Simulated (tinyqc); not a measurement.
Sweeping the field: donor near an oxide interface in a gate field (two-state model).

Interface at z = 0 (hard wall), donor at z = d, field F pulling electrons to the interface: potential e F z; 1 kV/cm = 1e-5 eV/angstrom, c = hbar^2/2m0, q = e^2/(4 pi eps0), Q = (eps - eo)/(eps + eo). Donor state: E_D = e F d - ED - q Q/(4 eps d), the last term joining the images of ion and electron. Interface state: z exp(-b z/2) exp(-rho^2/(2 L^2)) with E_z = c b^2/(4 mz) + 3 e F/b + q Q b/(8 eps), minimised over b; in the plane at z = 3/b the ion (distance D = d - 3/b) and its image (D' = d + 3/b) give E_rho = c/(mt L^2) - (q/eps)(sqrt(pi)/L)[erfcx(D/L) + Q erfcx(D'/L)], erfcx(x) = exp(x^2) erfc(x), minimised over L. E_I = E_z + E_rho.

The two states couple by t = t0 exp(-D/aD) with t0 = q/(eps aD) (2 aD/L) sqrt(aD b/2) v, v a valley factor; this form is an estimate. With detuning u = E_D - E_I the splitting is sqrt(u^2 + 4 t^2) and the lower state has weight (1 - u/sqrt(u^2 + 4 t^2))/2 on the donor.

Constants: hbar^2/2m0 = 3.80998211 eV angstrom^2; e^2/(4 pi eps0) = 14.39964547 eV angstrom.

Values chosen for the exercise (near those of a donor in Si below Si3N4, static dielectric constants; shifted at random, so the results belong to these values and not to a real crystal):
- d = 80 angstrom (depth of the donor)
- ED = 45.2 meV (bulk binding energy)
- mz = 0.917 m0 (mass across the interface)
- mt = 0.19 m0 (mass in the plane)
- eps = 11.5 (dielectric constant of the semiconductor)
- eo = 7.5 (dielectric constant of the oxide)
- aD = 21.3 angstrom (donor radius)
- v = 0.53 (valley factor)
- Fl = (72.573, 83.913, 88.449, 90.717, 92.985, 97.521, 108.86) kV/cm (fields)

Both levels, the splitting, the donor weight and the mean depth w d + (1 - w) 3/b.

Results:
```
F (kV/cm)  E_D (meV)  E_I (meV)  splitting (meV)  donor weight  mean depth (angstrom)
72.573        12.035     20.762             9.57         0.956                   77.9
83.913        21.107     24.444             4.97         0.836                   71.7
88.449        24.735     25.856             3.78         0.648                   62.1
90.717        26.550     26.550             3.57         0.500                   54.4
97.521        31.993     28.590             4.86         0.150                   35.8
108.860       41.064     31.862             9.79         0.030                   28.6
```

Give the missing row, F (kV/cm) = 92.985.

Computed row:
```
F (kV/cm)  E_D (meV)  E_I (meV)  splitting (meV)  donor weight  mean depth (angstrom)
92.985        28.364     27.237             3.71         0.348                   46.4
```

E_D rises by 0.80 and E_I by 0.31 meV per kV/cm, so they cross once, near 90.7 kV/cm, where the splitting is 2t = 3.57 meV. The donor weight passes from 0.85 to 0.15 while the detuning goes from -2t to 2t, a window of 14 kV/cm or 16 % of the field; across the table the charge moves by 49 angstrom.

Run: tinyqc, `OMP_NUM_THREADS=1 python tinyqc.py 1281010 1281011 out.jsonl`; Intel(R) Xeon(R) Processor @ 2.30GHz, one thread, shared host; about 0.1 s of CPU time with all checks.
